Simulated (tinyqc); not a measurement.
Admittance spectroscopy of a deep trap: one step of the calculation.

Schottky contact on an n-type layer with shallow donors Nd (all ionised) and a donor-like deep trap, neutral when filled and positive when empty; depletion approximation. Traps within lam of the depletion edge stay filled. The traps at xt = W - lam, where the level crosses the Fermi level, follow a slow signal and not a fast one. w = 2 pi f.

Problem. Admittance at the signal frequency. Emission rate en = sn vth(T) Nc(T) exp(-Et/kB T) = sn g T^2 exp(-Et/kB T), g = vth Nc/(300 K)^2, as vth goes as T^0.5 and Nc as T^1.5 (degeneracy factor 1). Inflection frequency w0 = 2 en [1 + Nt xt/(Nd W)]; C = C_HF + (C_LF - C_HF)/(1 + (w/w0)^2), G/w = (C_LF - C_HF)(w/w0)/(1 + (w/w0)^2).

Values chosen for this exercise; material values close to those of silicon:
```
symbol    value   unit                                      meaning
Nc      2.83e19  cm^-3   conduction-band density of states at 300 K
vth       2.2e7   cm/s                    thermal velocity at 300 K
Nd       3.7e15  cm^-3                        shallow donor density
Et         0.19     eV  depth of the trap below the conduction edge
sn      3.1e-17   cm^2                        capture cross-section
Nt       4.1e15  cm^-3                                 trap density
f         19000     Hz                             signal frequency
T           185      K                                  temperature
```

Constants: q = 1.602176634e-19 C, kB = 1.380649e-23 J/K. Results are converted to the units shown.

W = 425.50691 nm
xt = 281.90552 nm
C_HF = 24.346020 nF/cm^2
C_LF = 29.596245 nF/cm^2

Wanted: en; w0/(2 pi); C; G/w.

Solution.

en = 48942 1/s
w0/(2 pi) = 27016 Hz
C = 27.859 nF/cm^2
G/w = 2.4705 nF/cm^2

The signal lies near the inflection, where the loss is largest.

tinyqc, about 0.01 s, one thread, Intel Xeon 2.30GHz (shared host): `OMP_NUM_THREADS=1 python tinyqc.py 2050170 2050171 out.jsonl`
